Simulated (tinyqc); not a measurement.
Strain, valley repopulation and piezoresistance in a many-valley conduction band: one step, computed by the program tinyqc.

Valleys are ellipsoids with mass m_l along the axis a and m_t across it, parabolic, with one constant relaxation time; strain shifts the valleys and leaves the masses alone. Currents are taken along [100], in the plane, and along [001], across the plane.

Question. Valley shifts. Herring-Vogt shift of a valley with unit axis a: dE = Xi_d tr(e) + Xi_u a.e.a.

Inputs (values chosen for the exercise, modelled on silicon): shear deformation potential Xi_u = 9.11 eV; dilation deformation potential Xi_d = 1.1 eV.

Valley axes: <100> (6 valleys in 3 pairs). Load: biaxial in the (001) plane.

strain tensor (%):
```
            x           y            z
x  0.08796395  0.00000000   0.00000000
y  0.00000000  0.08796395   0.00000000
z  0.00000000  0.00000000  -0.06752682
```

Constants: k_B = 8.617333262e-05 eV/K.

Give: shifts dE; splitting (highest minus lowest).

Answer.

shifts dE (meV): x 9.2059, y 9.2059, z -4.9593

splitting (highest minus lowest) = 14.165 meV
